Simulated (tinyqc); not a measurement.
# Changing the oxidant pressure p

Model: Deal-Grove kinetics of thermal oxidation of silicon. Computed by tinyqc, a small Python program. Command: `OMP_NUM_THREADS=1 python tinyqc.py 3025119 3025120 out.jsonl oxide sweep`. One thread of a shared host (Intel(R) Xeon(R) Processor @ 2.30GHz), about 0.1 s of CPU time with the checks.

Oxidant diffuses through the oxide and reacts at the interface, so that dx/dt = B/(A + 2x) for the oxide thickness x.

Inputs (values chosen for the exercise, close to those used for silicon):
```
quantity                       value    unit
prefactor B0                     734  um^2/h
activation energy E_B           1.24      eV
prefactor (B/A)0            4.03e+06    um/h
activation energy E_A              2      eV
temperature T                   1200       C
pressure exponent m of B/A       0.8       -
initial oxide x_i                0.1      um
time t                           5.2       h
```

Ambient: dry oxygen. Surface: (100).

Constants: k_B = 8.617333262e-05 eV/K.

Method:
- B = B0 p exp(-E_B/(k_B T)), B/A = (B/A)0 p^m exp(-E_A/(k_B T)), p in atm; A = B/(B/A).
- Temperatures in kelvin are T(C) + 273.15.
- tau = (x_i^2 + A x_i)/B and x = (A/2) [sqrt(1 + 4 B (t + tau)/A^2) - 1], the root of x^2 + A x = B (t + tau).
- Silicon consumed is 0.44 times the oxide grown; the rate is B/(A + 2x).

One run for each value; columns: (1) oxidant pressure p (atm); (2) oxide thickness x (um); (3) length A (um); (4) final growth rate (um/h); (5) parabolic constant B (um^2/h):
```
(1)      (2)      (3)      (4)         (5)
0.05  0.1392  0.03983  0.00660  2.1014e-03
0.12  0.1801  0.04745  0.01237  5.0434e-03
0.3   0.2580  0.05700  0.02201  1.2609e-02
0.72  0.3847  0.06790  0.03614  3.0261e-02
1.7   0.5852  0.08063  0.05712  7.1449e-02
4.2   0.9212  0.09662  0.09104  1.7652e-01
10    1.4292  0.11493  0.14135  4.2029e-01
25    2.2745  0.13804  0.22417  1.0507e+00
```

Describe and explain the trends.

Over the rows, oxide thickness x (um) rises from 0.139 to 2.27 (exponent d ln y / d ln x 0.29 between the first rows and 0.51 between the last); length A (um) rises from 0.0398 to 0.138 (exponent d ln y / d ln x about 0.20 throughout); final growth rate (um/h) rises from 0.00660 to 0.224 (exponent d ln y / d ln x 0.72 between the first rows and 0.50 between the last). At the high end the exponent of oxide thickness x is 0.51, close to 0.50: x = sqrt(B t) with B proportional to p. B is proportional to p and B/A to p^0.8, so A goes as p^0.20. The exponent of x is bounded by m in the linear regime and tends to 1/2 in the parabolic one.
